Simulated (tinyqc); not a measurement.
# Worked calculation: IGBT as a p-i-n diode in series with a MOS channel, on-state and switching loss

tinyqc, about 0.01 s, one thread, Intel Xeon 2.30GHz (shared host): `OMP_NUM_THREADS=1 python tinyqc.py 2590138 2590139 out.jsonl` Printed values are rounded.

High injection (n = p) in a drift layer from x = -W/2 (anode) to +W/2 (cathode side), recombination only in the layer with lifetime tau, ideal emitters. The channel feeds the cathode side and carries the whole current. Auger recombination, carrier-carrier scattering, emitter losses and the carrier dip under the p body are left out.

Parameters, values chosen for the exercise; material values close to those of silicon: temperature T = 400 K; band gap Eg = 1.12 eV; conduction-band density of states at T Nc = 4.26e19 cm^-3; valence-band density of states at T Nv = 4.16e19 cm^-3; electron mobility mn = 743 cm^2/(V s); hole mobility mp = 255 cm^2/(V s); width of the drift layer W = 110 um; doping of the drift layer Nd = 7.2e13 cm^-3; high-injection lifetime tau = 1.5 us; current density J = 100 A/cm^2; channel and accumulation resistance Rch = 1.7 mohm cm^2; link voltage Vdc = 600 V; turn-off energy per stored charge and link voltage ks = 0.07; switching frequency f = 10 kHz.

Constants: q = 1.602176634e-19 C, kB = 1.380649e-23 J/K, Vt = kB T/q. Results are converted to the units shown.

## Ambipolar length

b = mn/mp, B = (b - 1)/(b + 1), La = sqrt(2 Vt mn mp tau/(mn + mp)), y = W/(2 La).

b = 2.91373
B = 0.488978
La = 44.3074 um
y = 1.24133

## Carrier profile

| point | 2 x/W |
|---|---|
| 0 | -1 |
| 1 | -0.75 |
| 2 | -0.5 |
| 3 | -0.25 |
| 4 | 0 |
| 5 | 0.25 |
| 6 | 0.5 |
| 7 | 0.75 |
| 8 | 1 |

n(x) = (tau J/(2 q La))[cosh(x/La)/sinh y - B sinh(x/La)/cosh y]. x/La = (2 x/W) y.

| point | n (cm^-3) |
|---|---|
| 0 | 1.68605e17 |
| 1 | 1.27182e17 |
| 2 | 9.81070e16 |
| 3 | 7.85562e16 |
| 4 | 6.66316e16 |
| 5 | 6.11758e16 |
| 6 | 6.16589e16 |
| 7 | 6.81280e16 |
| 8 | 8.12111e16 |

The density is 2.08 times higher at the anode than at the cathode side, since holes are the slower carriers; its smallest listed value is 850 times Nd.

## On-state voltage

n(x) = (tau J/(2 q La))[cosh(x/La)/sinh y - B sinh(x/La)/cosh y]. Vm = Vt [(8 b/(b + 1)^2)(sinh y/s) arctan(s sinh y) + B ln((1 + B tanh^2 y)/(1 - B tanh^2 y))], s = sqrt(1 - B^2 tanh^2 y); Vj = Vt ln(n(-W/2) n(W/2)/ni^2), ni = sqrt(Nc Nv) exp(-Eg/(2 Vt)), Eg in volts; Vc = J Rch; Von = Vm + Vj + Vc.

Vm = 0.100467 V
Vj = 0.714266 V
Vc = 0.17 V
Von = 0.984733 V

Vm does not depend on J, since the carrier density grows with it. Junctions, layer and channel take 73, 10 and 17 % of Von.

## Stored charge, losses and the unipolar alternative

Stored charge tau J, turn-off energy Eoff = ks tau J Vdc, loss at half duty 0.5 J Von + f Eoff. A unipolar device on the same layer has Vu = J (W/(q mn Nd) + Rch).

stored charge = 150 uC/cm^2
Eoff = 6.3 mJ/cm^2
conduction loss = 49.2367 W/cm^2
switching loss = 63 W/cm^2
Vu = 128.510 V

Both losses would be equal at f = 7.82 kHz.
